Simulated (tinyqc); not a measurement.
A log to judge: global model of a low-pressure process discharge: electron temperature, density, ion flux and ion energy. Computed by tinyqc. Command: `OMP_NUM_THREADS=1 python tinyqc.py 3113386 3113387 out.jsonl plasma walk`. One thread of a shared host (Intel(R) Xeon(R) Processor @ 2.30GHz), about 0.01 s of CPU time with the checks.

Maxwellian electrons with temperature T_e in eV, one positive ion, no negative ions, uniform bulk density n; rate constants have the Arrhenius form.

Inputs (values chosen for the exercise, of the order of those of an inductive discharge in a simple atomic gas):
```
quantity                   value   unit
ion mass M                    40      u
ionisation prefactor K0    3e-14  m^3/s
ionisation energy E_iz      13.6     eV
ion-neutral cross section  7e-19    m^2
pressure p                     6     Pa
gas temperature T_g          300      K
radius R                      10     cm
height L                     7.6     cm
mixing                         1      -
```

Constants: k_B = 1.380649e-23 J/K; e = 1.602176634e-19 C; u = 1.6605390666e-27 kg.

Method:
- n_g = p/(k_B T_g); lambda_i = 1/(n_g sigma); h_L = 0.86/sqrt(3 + L/(2 lambda_i)), h_R = 0.8/sqrt(4 + R/lambda_i); A_eff = 2 pi R^2 h_L + 2 pi R L h_R; d_eff = pi R^2 L/A_eff.
- Particle balance: K0 exp(-E_iz/T_e) n_g d_eff = u_B, u_B = sqrt(e T_e/M).
- Cycle: T_out = T sqrt(loss/creation) with loss/creation = u_B/(K0 exp(-E_iz/T) n_g d_eff); T -> T + mixing (T_out - T), kept between 0.3 and 60 eV, from 3 eV; stop at |T_out - T| < 1e-9 eV or after 60 steps.

Course:
```
step   T (eV)   T_out (eV)  residual (eV)
0      3.0000  5.12720e-01   -2.48728e+00
1      0.5127  3.35968e+03    3.35916e+03
2     60.0000  2.51760e+00   -5.74824e+01
3      2.5176  6.35819e-01   -1.88178e+00
4      0.6358  3.37261e+02    3.36625e+02
5     60.0000  2.51760e+00   -5.74824e+01
6      2.5176  6.35819e-01   -1.88178e+00
...       ...          ...            ...
53    60.0000  2.51760e+00   -5.74824e+01
54     2.5176  6.35819e-01   -1.88178e+00
55     0.6358  3.37261e+02    3.36625e+02
56    60.0000  2.51760e+00   -5.74824e+01
57     2.5176  6.35819e-01   -1.88178e+00
58     0.6358  3.37261e+02    3.36625e+02
59    60.0000  2.51760e+00   -5.74824e+01
```

Can the last value be used, and what does the course show?

No. Not converged in 60 steps: the residual wanders without falling. The slope of T_out at the root is 5/4 - E_iz/(2 T_e), and the cycle needs |1 + mixing (slope - 1)| < 1. Reruns converge with mixing = 0.3; or with mixing = 0.15.
